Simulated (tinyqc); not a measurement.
Spectrum around the gap: Franz-Keldysh effect at a direct gap.

Parabolic bands, vertical transitions, no excitons. For each hole band j: mr = me mj/(me + mj); joint density of states J_j(E) = (mr/c)^(3/2) sqrt(E - Eg)/(2 pi^2), both spins, c = hbar^2/2m0; averaged matrix element |e.p|^2 = m0 Ep/6; alpha_j(E) = 4 pi^2 alpha_f c Ep J_j/(3 nr E) in 1/angstrom (alpha_f the fine-structure constant, listed as alpha among the constants), times 1e8 for 1/cm.

In a field Fd (1 kV/cm = 1e-5 V/angstrom) the electro-optic energy of band j is th = (c (e Fd)^2/mr)^(1/3), and sqrt(E - Eg) in J_j is replaced by pi sqrt(th) [Ai'(b)^2 - b Ai(b)^2] with b = (Eg - E)/th; Ai is the Airy function.

Constants: hbar^2/2m0 = 3.80998211 eV angstrom^2; fine-structure constant alpha = 0.007297352564.

Values chosen for the exercise (near those of GaAs; not measured data): Eg = 1.437 eV (direct gap); me = 0.0656 m0 (electron mass); mhh = 0.478 m0 (heavy-hole mass); mlh = 0.0836 m0 (light-hole mass); Ep = 26.6 eV (Kane energy); nr = 3.58 (refractive index); Fd = 89 kV/cm (uniform field).

Absorption (1/cm):
```
E - Eg (eV)  alpha(0)   alpha(F)  change
-0.0935             0      2.296       2
-0.0748             0      10.05      10
-0.0561             0      39.71      40
-0.0374             0      139.5     140
-0.0187             0      428.2     428
0.0000              0       1125    1125
0.0187           3636       2477   -1159
0.0374           5077       4467    -610
0.0561           6140       6481     341
0.0748           7002       7602     600
0.0935           7733       7755      22
0.1122           8369       8053    -316
0.1496           9436       9584     148
0.1870          10307  1.034e+04      31
```

What can be read from this table?

At the gap alpha(F) = 1125 1/cm; 74.8 meV below it 10 1/cm remain, the tail falling as exp(-(4/3) b^(3/2)). Among the energies listed the largest rise is 1125 1/cm at E - Eg = 0.0 meV and the largest fall -1159 1/cm at 18.7 meV. It changes sign between 0.0 and 18.7 meV, between 37.4 and 56.1 meV, between 93.5 and 112.2 meV and between 112.2 and 149.6 meV; th is 37.4 meV for heavy holes and 43.5 meV for light holes.

Run: tinyqc, `OMP_NUM_THREADS=1 python tinyqc.py 1650317 1650318 out.jsonl`; Intel(R) Xeon(R) Processor @ 2.30GHz, one thread, shared host; about 0.01 s of CPU time with all checks.
